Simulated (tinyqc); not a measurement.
# Gated graphene, quantum capacitance: effects of single changes

phi is the Fermi level above the Dirac point, in volts; Vg is counted from the gate voltage of charge neutrality. Ideal linear bands, no charge puddles.

Parameters, values chosen for the exercise; values close to those of graphene:
- T = 300 K (temperature)
- eox = 3.9 (relative permittivity of the gate insulator (close to silicon dioxide))
- tox = 6.3 nm (insulator thickness)
- vF = 9.44e5 m/s (Fermi velocity)
- Dit = 0 cm^-2 eV^-1 (density of traps)
- Vg = -1.41 V (gate voltage)

Constants: q = 1.602176634e-19 C, kB = 1.380649e-23 J/K, hbar = 1.054571817e-34 J s, Vt = kB T/q, eps0 = 8.8541878128e-14 F/cm where lengths are in cm. Results are converted to the units shown.

Each table varies one quantity; the others keep the values above.

## Effect of the gate voltage

N0 = (2/pi)(kB T/(hbar vF))^2; n = N0 F1(phi/Vt), p = N0 F1(-phi/Vt), F1(e) = int_0^infinity u du/(1 + exp(u - e)) = -Li2(-exp(e)); Cq = q d(n - p)/dphi = (q N0/Vt) ln[2 (1 + cosh(phi/Vt))]. Cox = eps0 eox/tox; Vg = phi + q (n - p + Dit phi)/Cox. 1/C_G = 1/Cox + 1/(Cq + q Dit); dphi/dVg = Cox/(Cox + Cq + q Dit).

The same in every row: Cox (uF/cm^2) = 0.54812.

Effect of the gate voltage:
```
Vg (V),phi (V),n - p (cm^-2),Cq (uF/cm^2),C_G (uF/cm^2),dphi/dVg,n + p (cm^-2)
-0.3,-0.083110,-7.4200e11,2.2495,0.44073,0.19593,7.5076e11
-0.18,-0.056657,-4.2196e11,1.6415,0.41091,0.25032,4.4594e11
-0.06,-0.021446,-1.3189e11,1.0611,0.36142,0.34061,2.1920e11
0.07,0.024814,1.5458e11,1.0984,0.36566,0.33289,2.3204e11
0.19,0.059131,4.4771e11,1.6943,0.41414,0.24443,4.6955e11
0.31,0.085053,7.6956e11,2.2970,0.44252,0.19265,7.7770e11
0.43,0.10621,1.1077e12,2.8282,0.45913,0.16234,1.1113e12
0.56,0.12584,1.4853e12,3.3351,0.47075,0.14115,1.4870e12
0.68,0.14191,1.8408e12,3.7549,0.47830,0.12738,1.8417e12
0.8,0.15655,2.2013e12,4.1390,0.48402,0.11694,2.2018e12
```

As Vg goes from -0.3 to 0.8, Cq goes from 2.25 through a minimum of 1.06 (at Vg = -0.06 among the rows listed) to 4.14 uF/cm^2, C_G/Cox goes from 0.804 through a minimum of 0.659 (at Vg = -0.06 among the rows listed) to 0.883 and n - p rises from -7.42e11 to 2.20e12 cm^-2. Cq exceeds Cox in every row, so the insulator is the tighter limit, though Cq still cuts C_G by up to 34 %. At neutrality Cq is (q N0/Vt) ln 4 = 0.947 uF/cm^2, and far from it Cq grows as |phi|.

## Effect of the density of traps

Same model as above.

The same in every row: Cox (uF/cm^2) = 0.54812.

Effect of the density of traps:
```
Dit (cm^-2 eV^-1),phi (V),n - p (cm^-2),Cq (uF/cm^2),C_G (uF/cm^2),dphi/dVg,n + p (cm^-2)
0,-0.21745,-4.0798e12,5.7452,0.50038,0.087095,4.0798e12
1e11,-0.21690,-4.0600e12,5.7306,0.50039,0.087076,4.0600e12
3e11,-0.21580,-4.0207e12,5.7015,0.50041,0.087035,4.0208e12
7e11,-0.21362,-3.9434e12,5.6438,0.50046,0.086946,3.9434e12
2e12,-0.20669,-3.7033e12,5.4609,0.50065,0.086598,3.7033e12
4e12,-0.19652,-3.3653e12,5.1926,0.50104,0.085891,3.3654e12
1e13,-0.16948,-2.5491e12,4.4794,0.50280,0.082676,2.5494e12
3e13,-0.10945,-1.1658e12,2.9112,0.51177,0.066311,1.1689e12
```

What does the table show?

As Dit goes from 0 to 3e13, Cq falls from 5.75 to 2.91 uF/cm^2, C_G/Cox rises from 0.913 to 0.934 and n - p rises from -4.08e12 to -1.17e12 cm^-2. Cq exceeds Cox in every row, so the insulator is the tighter limit, though Cq still cuts C_G by up to 8.7 %.

tinyqc, about 0.01 s, one thread, Intel Xeon 2.30GHz (shared host): `OMP_NUM_THREADS=1 python tinyqc.py 2200126 2200127 out.jsonl`
